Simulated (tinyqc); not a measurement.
# Zero-field depth and permittivity from two fields

Question. The apparent depth of a Coulomb trap is Et - sqrt(q F/(pi eps0 eps_r)). Find Et and eps_r.

Constants: q = 1.602176634e-19 C, eps0 = 8.8541878128e-14 F/cm where lengths are in cm. Results are converted to the units shown.

apparent depth at F = 100 and 400 kV/cm (eV): [0.19981236, 0.13962471]

Answer. The depth is linear in sqrt(F): the intercept is Et and the slope -sqrt(q/(pi eps0 eps_r)).

Et = 0.2600 eV
eps_r = 15.90

Program tinyqc, `OMP_NUM_THREADS=1 python tinyqc.py 2050013 2050014 out.jsonl`; Intel Xeon 2.30GHz, shared host, one thread, about 0.01 s.
